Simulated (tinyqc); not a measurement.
Orbital energy against energy difference: ionisation energy by orbital energies and by energy differences in the 6-31g basis, for H6, spin multiplicity 1. Computed by the program tinyqc with PySCF. 

Geometry (angstrom):
```
atom,x,y,z
H,0.0000,0.0000,0.0000
H,0.0000,0.0000,0.7340
H,0.0000,0.0000,1.6500
H,0.0000,0.0000,2.3840
H,0.0000,0.0000,3.3000
H,0.0000,0.0000,4.0330
```

CCSD(T) difference in the same basis = 11.0756 eV

IP-EOM-CCSD = 11.1000 eV

The cation is unrestricted; errors are against CCSD(T) in this basis, not against experiment.

First vertical ionisation energy (eV):
```
method,-e(HOMO),E(cation) - E,error of -e(HOMO),error of the difference
HF,11.530,10.70359,0.454,-0.372
LDA,6.794,10.86598,-4.281,-0.210
PBE,6.875,10.93226,-4.200,-0.143
B3LYP,8.044,11.20595,-3.032,0.130
PBE0,8.201,11.12079,-2.875,0.045
CAM-B3LYP,9.551,11.21575,-1.525,0.140
LC-wPBE,10.852,11.27139,-0.223,0.196
```

Koopmans errs by +0.45 eV and Delta-HF by -0.37 eV: relaxation, 0.83 eV, lowers the value and the missing correlation difference works against it. The PBE level is off by -4.2 eV through the wrong tail of its potential, though its energy difference is off by -0.14 eV; exact exchange deepens the level, and among the orbital energies LC-wPBE comes closest; among the differences PBE0 does.
